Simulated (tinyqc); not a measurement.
Global model of a low-pressure process discharge: electron temperature, density, ion flux and ion energy: one step, computed by the program tinyqc. Command: `OMP_NUM_THREADS=1 python tinyqc.py 3113094 3113095 out.jsonl plasma walk`. One thread of a shared host (Intel(R) Xeon(R) Processor @ 2.30GHz), about 0.01 s of CPU time with the checks.

Maxwellian electrons with temperature T_e in eV, one positive ion, no negative ions, uniform bulk density n; rate constants have the Arrhenius form.

Question. Energy per pair and density. E_c = E_iz + (X0 exp(-E_ex/T_e) E_ex + K_el (3 m_0/M) T_e)/K_iz; wall potential V_s = (T_e/2) ln(M/(2 pi m_0)); E_T = E_c + 2 T_e + T_e/2 + V_s; n = P/(e u_B A_eff E_T); ion current density J = e h_L n u_B; ionised share n/n_g.

Inputs (values chosen for the exercise, of the order of those of an inductive discharge in a simple atomic gas):
```
quantity                      value   unit
ion mass M                       28      u
ionisation energy E_iz         12.6     eV
excitation prefactor X0     3.9e-14  m^3/s
excitation energy E_ex         10.3     eV
elastic rate constant K_el    6e-14  m^3/s
gas temperature T_g             400      K
absorbed power P                250      W
```

T_e = 2.719402 eV

K_iz = 5.833158e-16 m^3/s

Bohm velocity u_B = 3061.176 m/s

A_eff = 1482.887 cm^2

h_L = 0.3613931

gas density n_g = 3.440411e+19 1/m^3

Constants: m_0 = 9.1093837015e-31 kg; u = 1.6605390666e-27 kg; e = 1.602176634e-19 C.

Give: collisional loss per pair E_c; wall potential V_s; E_T; plasma density n; ion current density J; ionised share.

Answer.

collisional loss per pair E_c = 28.21 eV

wall potential V_s = 12.24 V

E_T = 47.25 eV

plasma density n = 7.274e+10 1/cm^3

ion current density J = 1.289 mA/cm^2

ionised share = 0.002114

Collisions take 60 % of the power and the walls the rest. T_e came from the particle balance alone; the power sets only n.
